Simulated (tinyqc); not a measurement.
Worked calculation: dopants and charged point defects at anneal temperature: Fermi-level effect, clustering and pairing. Computed by tinyqc, a small Python program that keeps every step. Command: `OMP_NUM_THREADS=1 python tinyqc.py 3010616 3010617 out.jsonl pairing walk`. One thread of a shared host (Intel(R) Xeon(R) Processor @ 2.30GHz), about 0.02 s of CPU time with the checks. Intermediate numbers are printed to about 7 digits and carried at full precision; extremes and crossings named in words are read from the listed rows.

Boltzmann statistics and full ionisation of active dopants. Energies are counted from the valence band; the defect (a vacancy or self-interstitial) has five charge states, with all degeneracy factors one.

Inputs (values chosen for the exercise, for a model semiconductor):
```
quantity                                         value    unit
gap at 0 K E_g0                                  0.652      eV
Varshni alpha                                 0.000387    eV/K
Varshni beta                                       185       K
electron mass m_e                                0.192     m_0
valleys M_c                                          4       -
hole mass m_h                                    0.357     m_0
anneal temperature T                               780       K
total dopant density N                         3.3e+20   cm^-3
formation enthalpy of the neutral defect H_f      2.79      eV
formation entropy S_f                                7     k_B
site density N_s                               4.5e+22   cm^-3
intrinsic dopant diffusivity D_i               6.5e-17  cm^2/s
anneal time t                                     2000       s
dopant atoms per cluster k                           2       -
cluster binding energy E_b                       0.882      eV
```

Dopant: acceptor. Second part: clustering of the dopant.

defect levels as fractions of E_g(T): (2+/+), (+/0), (0/-), (-/2-): 0.13  0.25  0.42  0.84

Constants: m_0 = 9.1093837015e-31 kg; k_B = 1.380649e-23 J/K; h = 6.62607015e-34 J s; k_B = 8.617333262e-05 eV/K.

## The host at the anneal temperature

E_g = E_g0 - alpha T^2/(T + beta). N_c = 2 M_c (2 pi m_e k_B T/h^2)^(3/2) and N_v = 2 (2 pi m_h k_B T/h^2)^(3/2), masses in units of m_0. n_i = sqrt(N_c N_v) exp(-E_g/2 k_B T); E_i = E_g/2 + (k_B T/2) ln(N_v/N_c).

E_g = 0.4080095 eV

k_B T = 0.06721520 eV

n_i = 1.354916e+18 cm^-3

E_i = 0.1886819 eV

effective density of states N_b of the majority band = 2.244059e+19 cm^-3

## Active and clustered dopant

p = A/2 + sqrt(A^2/4 + n_i^2) for an active density A. k ionised dopants and k carriers form one neutral cluster: C = N_s (A/N_s)^k (p/N_b)^k exp(E_b/k_B T), N_b the effective density of states of the majority band, and N = A + k C (60 bisections in ln A between ln N - 90 and ln N).

active density A = 9.137166e+18 cm^-3

clusters C = 1.604314e+20 cm^-3

active share = 0.02768838

97 % of the dopant is lost to clusters.

## Carrier density and Fermi level

chi = n/n_i (for acceptors n_i/p); E_F = E_i + k_B T ln chi; field enhancement h = 1 + A/sqrt(A^2 + 4 n_i^2).

p = 9.333848e+18 cm^-3

chi = 0.1451616

E_F = 0.05896280 eV

field enhancement h = 1.958726

The doping is 6.74 n_i: extrinsic conditions.

## Charged defects

C_0 = N_s exp(S_f/k_B) exp(-H_f/k_B T). Ratios to the neutral state at E_F = E_i: r_+ = exp((E(+/0) - E_i)/k_B T), r_2+ = r_+ exp((E(2+/+) - E_i)/k_B T), r_- = exp((E_i - E(0/-))/k_B T), r_2- = r_- exp((E_i - E(-/2-))/k_B T); at other E_F state q scales as chi^(-q). The enhancement is sum r_q chi^(-q)/sum r_q. The charge on the defects is left out of neutrality.

neutral defects C_0 = 4.638473e+07 cm^-3

Charge states:
```
state   ratio r  intrinsic (cm^-3)  doped (cm^-3)
2+     0.036604       1.697882e+06   8.057568e+07
+      0.275386       1.277369e+07   8.799636e+07
0      1.000000       4.638473e+07   4.638473e+07
-      1.293884       6.001648e+07   8.712088e+06
2-     0.130787       6.066520e+06   1.278330e+05
```

all defects, doped = 2.237967e+08 cm^-3

enhancement over intrinsic = 1.763021

mean charge = 1.073206 e

Doping leaves the neutral state alone and multiplies the total by 1.76; the most common state is + (in intrinsic material -).

## Dopant diffusivity

If every charge state of the defect carries the dopant equally well, D = D_i x enhancement x h x (active share A/N, a rough stand-in that overstates the dA/dN which immobile clusters call for), D_i being an input held fixed when T or H_f is moved; diffusion length 2 sqrt(D t).

effective diffusivity D = 6.215015e-18 cm^2/s

D/D_i = 0.09561562

diffusion length = 2.229801 nm

## Against doping

chi = n/n_i; h = 1 + A/sqrt(A^2 + 4 n_i^2); the dopant diffusivity over its intrinsic value is D/D_i = enhancement x h x A/N, if every charge state carries the dopant equally well.

Trend at the anneal temperature:
```
N (cm^-3)  active A (cm^-3)        chi  defect enhancement  mean charge     D/D_i
4.10e+16       4.086065e+16  0.9850350            0.993443    -0.431566  1.004994
1.40e+17       1.382850e+17  0.9502704            0.978556    -0.408845  1.015829
4.60e+17       4.385068e+17  0.8511877            0.939155    -0.337054  1.038287
1.50e+18       1.214936e+18  0.6475633            0.878907    -0.144563  1.003112
5.20e+18       2.513490e+18  0.4363980            0.881660     0.166193  0.715972
1.70e+19       3.942783e+18  0.3105114            0.979624     0.454766  0.414446
5.80e+19       5.716961e+18  0.2250012            1.185648     0.729076  0.222472
2.00e+20       8.011521e+18  0.1645422            1.550097     0.980100  0.120913
6.60e+20       1.093118e+19  0.1221017            2.145142     1.193065  0.070014
```

Well below n_i = 1.35e18 cm^-3 chi and the enhancement are near 1. At any doping d ln(enhancement)/d ln chi equals minus the mean charge, which goes from -0.43 to +1.19 over the rows. The defect density first falls, because doping removes the states with the sign of the ionised dopant before it feeds the opposite ones. Clustering bends A over: its exponent in N falls to 0.26, towards 1/(2k) = 0.250, and D/D_i peaks at N = 4.6e17 cm^-3.

## Activation against anneal temperature

The formulas are those given above.

Equilibrium activation:
```
T (K)   n_i (cm^-3)  active A (cm^-3)  clusters C (cm^-3)  active share
470    2.109249e+16      7.300720e+17        1.646350e+20    0.00221234
550    9.225004e+16      1.810258e+18        1.640949e+20    0.00548563
620    2.521276e+17      3.339718e+18        1.633301e+20    0.01012036
700    6.364875e+17      5.833608e+18        1.620832e+20    0.01767760
780    1.354916e+18      9.137166e+18        1.604314e+20    0.02768838
860    2.545493e+18      1.320478e+19        1.583976e+20    0.04001450
940    4.350933e+18      1.794421e+19        1.560279e+20    0.05437638
```

The active share goes from 0.00221 at 470 K to 0.0544 at 940 K, so a layer activated by a hot, short anneal is metastable and deactivates in later, cooler steps if the dopant can move. Over the first three rows, where most dopant is clustered, a fit of ln A rises with slope 0.254 eV against -1/k_B T, near E_b/(2k) = 0.221 eV plus 0.75 k_B T.

Checks made by the program: conservation of the dopant (relative difference below 1e-10); ratios against Boltzmann factors of formation energies at E_F (relative difference below 1e-10).
